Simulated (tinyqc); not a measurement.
From one set of inputs to another, one input at a time: gas flow in a process chamber: flow regimes, conductance, effective pumping speed, pump-down, outgassing and purge. Computed by tinyqc, a small Python program. Command: `OMP_NUM_THREADS=1 python tinyqc.py 3121237 3121238 out.jsonl pump ladder`. One thread of a shared host (Intel(R) Xeon(R) Processor @ 2.30GHz), about 0.01 s of CPU time with the checks.

Ideal gas, isothermal flow, a pump of constant speed at the end of a round pipe; process gas, volume gas and outgassing are given the same properties. 1 sccm = 101325 Pa x 1e-6 m^3/60 s x T/273.15 K.

The inputs printed are set A. Set A is modelled on hydrogen near room temperature; the values taken over come from a set modelled on nitrogen near room temperature. Inputs not listed in the table keep their values of set A, so the rows need not describe a real material.

Inputs (values chosen for the exercise, modelled on hydrogen near room temperature):
```
quantity                     value            unit
molar mass M                 2.016           g/mol
molecular diameter            0.27              nm
viscosity eta                  8.9   micropascal s
temperature T                  293               K
chamber volume V                10               L
wall area                      1.7             m^2
pipe diameter d                2.5              cm
pipe length l                   20              cm
pump speed S                   4.7             L/s
process gas flow                23            sccm
outgassing rate after 1 h  4.7e-07  Pa m^3/(s m^2)
outgassing exponent n         0.91               -
target base pressure         3e-06              Pa
```

Constants: k_B = 1.380649e-23 J/K; u = 1.6605390666e-27 kg.

Method:
- Mean speed c = sqrt(8 k_B T/(pi m)); aperture conductance C_a = c pi d^2/16; molecular pipe C_m = C_a/(1 + 3 l/(4 d)) (Dushman form); viscous pipe C_v = pi d^4 p_mean/(128 eta l); Knudsen interpolation C = C_v + C_m (1 + x)/(1 + 1.24 x), x = d p_mean sqrt(m/(k_B T))/eta.
- Effective speed 1/S_eff = 1/S + 1/C_m; time constant V/S_eff; pressure at which the free path k_B T/(sqrt2 pi d_m^2 p) equals d.
- Steady flow: the pump inlet is at p_2 = Q/S, and the chamber pressure p_1 solves Q = C((p_1 + p_2)/2) (p_1 - p_2). Residence time = p_1 V/Q.
- Knudsen number = free path at the mean pressure over d.
- From the outgassing limit: t = 1 h x (q_1 A/(S_eff p_target))^(1/n) - 10 s; monolayer time at the target = 1e19 m^-2 x 4 k_B T/(p c) for unit sticking.

Each row keeps all changes above it:
```
input moved                                    from       to  chamber pressure p_1 (Pa)  S_eff in molecular flow (L/s)  time to the target (h)
set A                                             -        -                     9.4257                         4.0769                  98.763
outgassing rate after 1 h (Pa m^3/(s m^2))  4.7e-07  3.2e-07                     9.4257                         4.0769                  64.734
pump speed S (L/s)                              4.7      7.2                     6.5027                         5.8341                  43.660
outgassing exponent n                          0.91        1                     6.5027                         5.8341                  31.079
wall area (m^2)                                 1.7      0.3                     6.5027                         5.8341                   5.482
molar mass M (g/mol)                          2.016    28.01                     6.8127                         3.8448                   8.320
pipe length l (cm)                               20       62                     8.5883                         2.0909                  15.302
chamber volume V (L)                             10      8.4                     8.5883                         2.0909                  15.302
```

Chamber pressure p_1 goes from 9.43 to 8.59, a factor 0.911 in all. The largest single move comes from pump speed S (a factor 0.690), and pipe length l works against it (a factor 1.26). S_eff in molecular flow goes from 4.08 to 2.09, a factor 0.513 in all. The largest single move comes from pipe length l (a factor 0.544), and pump speed S works against it (a factor 1.43). Time to the target goes from 98.8 to 15.3, a factor 0.155 in all. The largest single move comes from wall area (a factor 0.176), and pipe length l works against it (a factor 1.84). The single moves hold for this order of the switches; the total does not depend on the order.

Extremes, crossings and ranges named in words are read from the listed rows.
